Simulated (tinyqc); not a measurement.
Worked calculation: avalanche multiplication and breakdown of a junction from ionisation integrals. Computed by tinyqc, a small Python program that keeps every step. Command: `OMP_NUM_THREADS=1 python tinyqc.py 3020547 3020548 out.jsonl impact walk`. One thread of a shared host (Intel(R) Xeon(R) Processor @ 2.30GHz), about 0.01 s of CPU time with the checks. Intermediate numbers are printed to about 5 digits and carried at full precision; extremes and crossings named in words are read from the listed rows.

Ionisation coefficients follow the local field. Position x runs through the depletion layer from the p side (x = 0), where electrons enter, to the n side (x = w), where holes enter. The built-in voltage is neglected.

Inputs (values chosen for the exercise, modelled on 4H-SiC):
```
quantity,value,unit
electron prefactor a_n,1.64e+08,1/cm
electron field b_n,3.24e+07,V/cm
hole prefactor a_p,3.7e+08,1/cm
hole field b_p,2.47e+07,V/cm
exponent c,1,-
permittivity eps,9.7,-
drift-layer mobility mu,120,cm^2/(V s)
doping N of the lightly doped side,9.7e+15,1/cm^3
bias as a fraction of the breakdown voltage,0.66,-
```

Junction: one-sided abrupt n+p.

Constants: e = 1.602176634e-19 C; eps_0 = 8.8541878128e-12 F/m.

## Breakdown

alpha_n = a_n exp(-(b_n/F)^c), alpha_p = a_p exp(-(b_p/F)^c). Field F = F_m (1 - s), w = eps eps_0 F_m/(e N), V = F_m w/2, with s = 1 - x/w (the peak lies at the n+ side). With Phi(x) = int_0^x (alpha_n - alpha_p) dx': 1 - 1/M_n = I_n = int_0^w alpha_n exp(-Phi) dx and M_p = M_n exp(-Phi(w)); trapezoid rule on 401 even points; breakdown at I_n = 1. Solve I_n(F_m) = 1.

critical field F_m = 2.6247 MV/cm

width at breakdown = 14.505 micrometre

breakdown voltage = 1903.6 V

## Coefficients at the critical field

The formulas are those given above.

alpha_n = 714.16 1/cm

alpha_p = 30285 1/cm

ratio k = alpha_p/alpha_n = 42.407

shorter ionisation length = 0.33019 micrometre

Holes ionise more readily at the peak field.

## Field and integrand below breakdown

Bias V = fraction times the breakdown voltage.

peak field = 2.1323 MV/cm

Every 50th point:
```
x (micrometre),F (MV/cm),alpha_n (1/cm),alpha_p (1/cm),Phi,I_n up to x
0.000,0.0000,0,0,0,0
1.473,0.2665,2.6479e-45,2.1013e-32,-4.1785e-38,4.6059e-51
2.946,0.5331,6.5898e-19,2.7883e-12,-1.7325e-17,3.1917e-24
4.419,0.7996,4.1450e-10,1.4222e-05,-1.9213e-10,4.3399e-15
5.892,1.0662,1.0396e-05,3.2120e-02,-7.5491e-07,1.8984e-10
7.365,1.3327,4.5337e-03,3.3042e+00,-1.1896e-04,1.2737e-07
8.838,1.5992,2.6073e-01,7.2541e+01,-3.6877e-03,1.0417e-05
10.311,1.8658,4.7113e+00,6.5889e+02,-4.4686e-02,2.5856e-04
11.784,2.1323,4.1291e+01,3.4474e+03,-2.9916e-01,3.3788e-03
```

## Multiplication and noise

M_n = 1/(1 - I_n), M_p = M_n exp(-Phi(w)); McIntyre excess noise for the carrier with the larger M, F_x = k M + (1 - k)(2 - 1/M), with k = (smaller M - 1)/(larger M - 1).

M_n = 1.0034

M_p = 1.3533

effective k = 0.0095960

excess noise factor = 1.2619

Injecting holes gives the larger gain and, at equal gain, the lower noise.

## On-resistance of the drift layer

R_on = w/(e mu N) with w the width at breakdown; figure of merit V_B^2/R_on; for a triangular field it equals eps eps_0 mu F_m^3/4.

specific on-resistance = 7.7778 milliohm cm^2

V_B^2/R_on = 465.89 MW/cm^2

eps eps_0 mu F_m^3/4 = 465.89 MW/cm^2

## Gain against bias and Miller's formula

Miller's exponent n is defined by 1 - 1/M = (V/V_B)^n for the larger M.

Gain:
```
V/V_B,V (V),F_m (MV/cm),M_n,M_p,Miller exponent n
0.50,951.8,1.8559,1.0002,1.04,4.6211
0.60,1142.1,2.0331,1.0014,1.17,3.7755
0.70,1332.5,2.1960,1.0061,1.56,2.8570
0.80,1522.9,2.3476,1.0262,2.88,1.9126
0.90,1713.2,2.4900,1.1463,9.31,1.0789
0.95,1808.4,2.5582,1.4951,26.22,0.7580
0.98,1865.5,2.5983,2.6987,82.37,0.6046
0.99,1884.5,2.6115,4.7720,178.13,0.5601
```

The larger gain passes 2 between 0.700 and 0.800 of V_B and reaches 178 at 0.99. Miller's exponent runs from 0.56 to 4.6, so it is not a constant: a fit holds over a narrow range only. From the first row to the last the voltage grows by a factor 1.98 and the peak field by 1.41.

Checks made by the program: the hole form of the condition, int alpha_p exp(Phi(w) - Phi) dx = 1 (relative difference 1e-03).
